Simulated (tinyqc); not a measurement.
Inside a calculation. Model: rapid thermal processing of a wafer: radiative balance, ramp and cooling, pattern effects, pyrometer error and spike budget. Computed by tinyqc, a small Python program that keeps every step. Command: `OMP_NUM_THREADS=1 python tinyqc.py 3110910 3110911 out.jsonl rtp walk`. One thread of a shared host (Intel(R) Xeon(R) Processor @ 2.30GHz), about 0.08 s of CPU time with the checks. Intermediate numbers are printed to about 5 digits and carried at full precision; extremes and crossings named in words are read from the listed rows.

The wafer is opaque and uniform through its thickness unless said otherwise; temperatures in formulas are in kelvin (C + 273.15). sigma = 5.670374419e-12 W/(cm^2 K^4).

Inputs (values chosen for the exercise, modelled on a hot silicon wafer):
```
quantity                                              value         unit
wafer thickness d                                       725   micrometre
heat capacity per volume C                             2.22   J/(cm^3 K)
thermal conductivity k                                 0.27     W/(cm K)
emissivity eps of each face                             0.6            -
reflectivity of the chamber walls r                    0.66            -
gas heat-transfer coefficient h, both faces together    3.4  mW/(cm^2 K)
wall temperature T_w                                    700            K
process temperature                                     654            C
starting temperature                                    550            C
ramp rate                                               170          K/s
relative change of absorptivity over a pattern          4.4            %
period of the pattern                                   1.9           mm
pyrometer wavelength                                    3.8   micrometre
error of the assumed emissivity                           5            %
activation energy of the process E_a                    2.7           eV
```

Constants: k_B = 8.617333262e-05 eV/K; h = 6.62607015e-34 J s; c = 299792458 m/s; k_B = 1.380649e-23 J/K.

## Power to hold and to ramp

Effective emissivity between parallel grey plates: eps_eff = 1/(1/eps + 1/(1 - r) - 1). Loss per area q(T) = 2 eps_eff sigma (T^4 - T_w^4) + h (T - T_w). Absorbed power during a ramp = q(T) + C d x ramp rate; thermal time constant tau = C d/(dq/dT), dq/dT = 8 eps_eff sigma T^3 + h; natural cooling rate q/(C d); front-to-back difference under one-sided heating at the end of the ramp = (absorbed power) d/(2 k).

eps_eff = 0.27717

holding power q = 2.3403 W/cm^2

power at the end of the ramp = 29.702 W/cm^2

dq/dT = 13.421 mW/(cm^2 K)

time constant tau = 11.993 s

natural cooling rate = 14.541 K/s

front-to-back difference = 3.9877 K

Radiation carries 67 % of the loss. The ramp needs 12.7 times the holding power.

## Cooling curve

Cooling with the lamps off: C d dT/dt = -q(T), integrated adaptively (relative tolerance 1e-10).

Lamps off at t = 0:
```
t (s)   T (C)  cooling rate (K/s)
1.2    637.38              13.183
2.4    622.29              11.996
4.8    595.96              10.026
8.4    564.08               7.806
12.0   539.05               6.180
18.0   508.03               4.299
30.0   470.56               2.209
48.0   444.74               0.876
```

The rate falls from 14.5 K/s at t = 0 to 0.876 K/s in the last row.

## Thermal budget of a spike

Spike anneal: linear ramp to the peak, then lamps off. Equivalent time at the peak = int exp(-(E_a/k_B)(1/T - 1/T_peak)) dt; estimate (k_B T^2/E_a)(1/ramp rate + 1/cooling rate). The ramp part uses 4000 trapezoid steps, the cooling part 4000 steps over 4 tau. Time within 50 K of the peak from the same curves.

equivalent time, ramp = 0.15090 s

equivalent time, cooling = 2.1176 s

equivalent time, total = 2.2685 s

estimate = 2.0482 s

time within 50 K of the peak = 4.3151 s

Cooling supplies 93 % of the budget.

## What a faster ramp buys

The formulas are those given above.

Against the ramp rate:
```
ramp (K/s)  ramp part (s)  cooling part (s)  total (s)  power at the peak (W/cm^2)
10                 2.5653            2.1176     4.6829                        3.95
25                 1.0261            2.1176     3.1437                        6.36
50                 0.5131            2.1176     2.6306                       10.39
100                0.2565            2.1176     2.3741                       18.44
250                0.1026            2.1176     2.2202                       42.58
500                0.0513            2.1176     2.1689                       82.82
1000               0.0257            2.1176     2.1432                      163.29
```

From 10 to 100 K/s the total falls by a factor 2.0, from 100 to 1000 K/s by 1.11: the cooling part, 2.12 s, is a floor, and the natural cooling rate here is 14.5 K/s.

## Pattern effect

At steady state a sinusoidal change of absorbed power of relative amplitude a and period p gives the temperature amplitude a q/(dq/dT + k d (2 pi/p)^2); healing length l = sqrt(k d/(dq/dT)); process change = E_a dT/(k_B T^2). Emissivity is taken as unchanged.

healing length l = 12.077 mm

amplitude without lateral conduction = 7.6726 K

amplitude = 0.0048072 K

change of the process rate = 0.017522 %

Lateral conduction cuts the amplitude to 0.063 %, since p/(2 pi l) = 0.025.

## Pyrometer error

Signal proportional to eps/(exp(c2/(lambda T)) - 1), c2 = h c/k_B. If the assumed emissivity is too high by the given error, the reading T' solves (1 + error)/(exp(c2/(lambda T')) - 1) = 1/(exp(c2/(lambda T)) - 1). Wien estimate: T' - T = -lambda T^2 ln(1 + error)/c2. Process rates go as exp(-E_a/(k_B T)).

c2 = 14388 micrometre K

c2/(lambda T) = 4.0838

reading less true temperature = -10.768 K

Wien estimate = -11.077 K

rate at T over rate at T', less 1 = 48.752 %

Caution: below about 600 C lightly doped silicon is partly transparent at this wavelength, so its emissivity is not yet the hot value early in the ramp.

Checks made by the program: cooling time against quadrature of C d dT/q (relative difference 3e-07).
